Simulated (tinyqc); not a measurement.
Energy against buckling: buckled dimers of a reconstructed (001) surface, two dangling bonds a dimer.

In a dimer one atom moves up by z and the other down by z; the dangling bond of the up atom (more s-like) falls by gm z and that of the down atom rises by gm z. With all dimers tilted alike: H(k) = [[-gm z - 2 ta cos k, -tp - 2 tx cos k], [., gm z - 2 ta cos k]], k along the row in 1/a. Two electrons a dimer fill the lowest N of the 2N levels on the mesh k_j = (j + 1/2) pi/N. Total energy a dimer: W(z) = (2/N) sum of the filled levels + kf z^2. Repulsion between electrons is left out.

Parameters, chosen for this exercise (of the size met on diamond (001); shifted at random, so the results belong to these values and not to a real crystal):

| symbol | value | unit | meaning |
|---|---|---|---|
| tp | 0.96 | eV | pi coupling inside a dimer |
| ta | 0.19 | eV | coupling between like atoms along the row |
| tx | 0.04 | eV | diagonal coupling along the row |
| gm | 1.64 | eV/angstrom | shift of a dangling bond with height |
| kf | 4.8 | eV/angstrom^2 | force constant of buckling |
| N | 16 |  | k points |

W relative to z = 0; gap as lowest upper less highest lower level on 201 points from 0 to pi.

Per dimer (eV):

| z (angstrom) | band energy | elastic | W | gap |
|---|---|---|---|---|
| 0.00 | 0.0000 | 0.0000 | 0.0000 | 1.1600 |
| 0.05 | -0.0070 | 0.0120 | 0.0050 | 1.1670 |
| 0.10 | -0.0279 | 0.0480 | 0.0201 | 1.1880 |
| 0.15 | -0.0622 | 0.1080 | 0.0458 | 1.2224 |
| 0.30 | -0.2381 | 0.4320 | 0.1939 | 1.3987 |
| 0.40 | -0.4063 | 0.7680 | 0.3617 | 1.5672 |
| 0.50 | -0.6061 | 1.2000 | 0.5939 | 1.7672 |
| 0.60 | -0.8306 | 1.7280 | 0.8974 | 1.9918 |

Give the missing row, z (angstrom) = 0.20.

Computed row:
```
z (angstrom)  band energy  elastic       W     gap
0.20              -0.1093   0.1920  0.0827  1.2696
```

No row lies below the flat dimer. The band energy falls as z^2 at first and linearly, as -2 gm z, once gm z is far above tp, so the elastic term always wins at large z. The gap is open at all z.

tinyqc: `OMP_NUM_THREADS=1 python tinyqc.py 1480931 1480932 out.jsonl`; about 0.02 s, one thread, shared Intel(R) Xeon(R) Processor @ 2.30GHz.
